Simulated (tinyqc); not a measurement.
Ewald sum of point charges, displaced rock salt lattice, step by step. Computed by tinyqc, a small Python program that keeps every step. Command: `OMP_NUM_THREADS=1 python tinyqc.py 28533 28534 out.jsonl` (the two numbers bound the seeds that draw the settings). One thread of a shared host (Intel(R) Xeon(R) Processor @ 2.60GHz), about 0.06 s of CPU time with the checks.

## Ewald sum with eta = 0.492 1/bohr

cell vectors (rows) (bohr):
```
[[0.00000, 3.82000, 3.82000],
 [3.82000, 0.00000, 3.82000],
 [3.82000, 3.82000, 0.00000]]
```

Charges:
```
q              f1       f2       f3
2.00000   0.00000  0.00000  0.00000
-2.00000  0.48000  0.57000  0.50000
```

Real space: 1/2 sum q_i q_j erfc(eta r)/r over all images with r > 0; reciprocal space: (2 pi/V) sum_(G != 0) exp(-G^2/4 eta^2)/G^2 |S(G)|^2 with S(G) = sum q exp(i G.r); self term -eta/sqrt(pi) sum q^2; background -pi Q^2/(2 V eta^2), Q the total charge.

Real-space shells (first ones):
```
r (bohr)  pairs  sum (hartree)
3.55855       2       -0.01493
3.63964       2       -0.01245
3.75799       2       -0.00950
3.91023       2       -0.00666
4.02063       2       -0.00512
4.09257       2       -0.00431
5.40230      24        0.00152
6.30913       2      -7.19e-06
6.40098       2      -5.27e-06
6.53633       2      -3.32e-06
6.62503       4      -4.87e-06
6.71256       2      -1.79e-06
```

Reciprocal shells (first ones that count):
```
G^2 (1/bohr^2)  vectors  sum (hartree)
2.02906               8        0.42899
2.70541               6        0.00310
5.41082              12        0.00037
7.43988              24        0.00125
8.11623               8       1.49e-05
10.82164              6       6.82e-07
12.85070             24       2.57e-06
13.52705             24       1.63e-07
16.23246             24       9.76e-09
18.26151             32       8.58e-09
```

## The total does not depend on eta

The same sums for other eta.

Totals (hartree per cell):
```
eta          real  reciprocal      self  background       total
0.49200  -0.05149     0.43373  -2.22065     0.00000  -1.8384102
0.69900  -0.00129     1.31783  -3.15495     0.00000  -1.8384102
0.82100  -0.00009     1.86728  -3.70560     0.00000  -1.8384102
```

shortest distance = 3.55855 bohr

Madelung constant -E d / (formula units |q+ q-|) = 1.63552
